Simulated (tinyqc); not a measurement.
Geometry relaxation of a small cluster: one step, computed by the program tinyqc.

E = sum_i {sum_j A exp(-p (r_ij/r0 - 1)) - xi sqrt(rho_i)}, rho_i = sum_j exp(-2 q (r_ij/r0 - 1)); the force on i is -sum_j w_ij (R_i - R_j)/r_ij with w_ij = -(2p/r0) A exp(-p (r_ij/r0 - 1)) + (xi q/r0) exp(-2 q (r_ij/r0 - 1)) (rho_i^(-1/2) + rho_j^(-1/2)).

Problem. The first two steps. FIRE with unit mass: if F.v > 0, v = (1 - a) v + a |v| F/|F|, and after more than 5 such steps in a row dt = min(1.1 dt, 5 dt0), a = 0.99 a; else v = 0, a = 0.1, and dt = dt/2 (not at the first step). Then v = v + dt F, R(new) = R + dt v. dt0 = sqrt(eta), a = 0.1 at first. No atom moves more than 0.3 angstrom a step (the whole step is scaled). Stop when the largest force component is below 1e-5 eV/angstrom.

Inputs (values chosen for the exercise, for model atoms): length r0 = 2.35 angstrom; repulsion A = 0.16 eV; hopping xi = 1.84 eV; decay p = 10.3; decay q = 3.1; step factor eta = 0.038 angstrom^2/eV.

Potential: Gupta. Method: FIRE.

starting positions (angstrom), rows atom 1, atom 2, atom 3, columns x, y, z:
```
[[0.14, -0.04, 0.06],
 [2.26, -0.07, -0.08],
 [1.09, 1.91, -0.11]]
```

Give: positions after step 1; energy after step 1; positions after step 2; energy after step 2.

Solution.

positions after step 1 (angstrom), rows atom 1, atom 2, atom 3, columns x, y, z:
```
[[0.2081, 0.0072, 0.0529],
 [2.1854, -0.0189, -0.0778],
 [1.0965, 1.8117, -0.1051]]
```

energy after step 1 = -7.9515 eV

positions after step 2 (angstrom), rows atom 1, atom 2, atom 3, columns x, y, z:
```
[[0.1949, 0.0025, 0.0540],
 [2.1938, -0.0149, -0.0786],
 [1.1014, 1.8125, -0.1054]]
```

energy after step 2 = -7.9780 eV
